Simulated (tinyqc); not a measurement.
Inside a calculation. Method: harmonic frequencies on the B3LYP (VWN-RPA form)/3-21g surface (energies and gradients from PySCF), for H2, spin multiplicity 1. One step of it, computed by the program tinyqc.

Question. Normal modes. Diagonalise H_ij / sqrt(m_i m_j); the 5 smallest eigenvalues belong to translations and rotations; wavenumber = sqrt(eigenvalue / 1822.888) x 219474.63; each mode has its largest component positive (the first on a tie); zero-point energy = sum of wavenumbers / 2, with 349.755 1/cm per kcal/mol. A mass of 2.014 u marks deuterium.

Hessian (symmetrised) (hartree/bohr^2):
```
,1Hx,1Hy,1Hz,2Hx,2Hy,2Hz
1Hx,0.00001294,0.00000000,0.00000000,-0.00001294,0.00000000,0.00000000
1Hy,0.00000000,0.00001294,0.00000000,0.00000000,-0.00001294,0.00000000
1Hz,0.00000000,0.00000000,0.38117845,0.00000000,0.00000000,-0.38117845
2Hx,-0.00001294,0.00000000,0.00000000,0.00001294,0.00000000,0.00000000
2Hy,0.00000000,-0.00001294,0.00000000,0.00000000,0.00001294,0.00000000
2Hz,0.00000000,0.00000000,-0.38117845,0.00000000,0.00000000,0.38117845
```

masses (u): 1H 2.014102, 2H 1.007825

Give: eigenvalues of the mass-weighted Hessian; harmonic wavenumbers of the vibrations; mass-weighted modes; zero-point energy.

Answer.

eigenvalues of the mass-weighted Hessian (hartree/(bohr^2 u)): 0.000  0.000  0.000  0.000  0.000  0.567

harmonic wavenumbers of the vibrations (1/cm): 3872.4

mass-weighted modes:
```
,mode 1
1Hx,0.000
1Hy,0.000
1Hz,-0.577
2Hx,0.000
2Hy,0.000
2Hz,0.816
```

zero-point energy = 5.536 kcal/mol
